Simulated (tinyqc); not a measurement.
# A square-lattice strip 2 sites wide, recursive Green functions: two studies

The device has N = 3 slices of 2 site(s), nearest-neighbour hopping -t, and site energies U; the leads are semi-infinite continuations with site energy 0. V = <i+1|H|i> = -t 1.

Values chosen for this exercise:
- t = 1 eV (hopping (matrix element -t))
- U = [0.08, 0.03, 0.02, 0.13, -0.02, 0.15] eV (site energies, slice by slice (2 a slice))
- E = 0.27 eV (energy)

Each table varies one quantity; the others keep the values above.

## The device repeated

Transverse modes n = 1..2: chi_n(j) = sqrt(2/3) sin(pi n j/3), energy e_n = -2 t cos(pi n/3). Sigma = t^2 sum_n chi_n chi_n^T g(E - e_n), g(x) = (x - i sqrt(4 t^2 - x^2))/(2 t^2) for |x| < 2 t and (x - sign(x) sqrt(x^2 - 4 t^2))/(2 t^2) otherwise; Gamma = i (Sigma - Sigma^dagger); both leads give the same. Forward pass: g_1 = (E - H_1 - Sigma)^(-1), g_i = (E - H_i - V g_(i-1) V^dagger)^(-1), with Sigma also subtracted on the last slice; G_(i,1) = g_i V G_(i-1,1), starting from g_1. H_i is the block of slice i: its site energies on the diagonal and -t between neighbouring rows. T(E) = Tr[Gamma G_(N,1) Gamma G_(N,1)^dagger]. The list U is repeated k times, so the device has k N slices.

Results:
```
k    T(E)  ln T(E)
1   1.999   0.6927
2   1.998   0.6919
4   1.995   0.6904
5   1.995   0.6907
6   1.996   0.6913
8   2.000   0.6930
10  1.999   0.6924
12  1.995   0.6906
```

Estimate the missing row, k = 3.

Computed row:
```
k   T(E)  ln T(E)
3  1.996   0.6910
```

With this row back in the table: T(E) moves between 1.99 and 2.00 and does not die away: at least one band of the periodic structure that the repeats form is open at this energy.

## Transmission against energy

Same model as above.

Transmission against energy:
```
E (eV)  open modes     T(E)  T(E) per open mode
-2.9             1  0.92047             0.92047
-2.42            1  0.99628             0.99628
-1.93            1  0.99993             0.99993
-1.45            1  0.99982             0.99982
-0.97            2   1.7087             0.85434
-0.48            2   1.9898             0.99489
0                2   1.9995             0.99977
0.48             2   1.9954             0.99769
0.97             2   1.7863             0.89314
1.45             1  0.99955             0.99955
1.93             1  0.99995             0.99995
2.42             1  0.99774             0.99774
2.9              1  0.93883             0.93883
```

What does the table show?

T(E) lies between 0.920 (E = -2.9 eV) and 2.00 (E = 0 eV) in these rows. The leads offer 1 to 2 open mode(s), of which the mean share 0.97 is transmitted.

Numbers from tinyqc (`OMP_NUM_THREADS=1 python tinyqc.py 2660033 2660034 out.jsonl`; about 0.01 s on one thread of a shared Intel Xeon 2.30GHz).
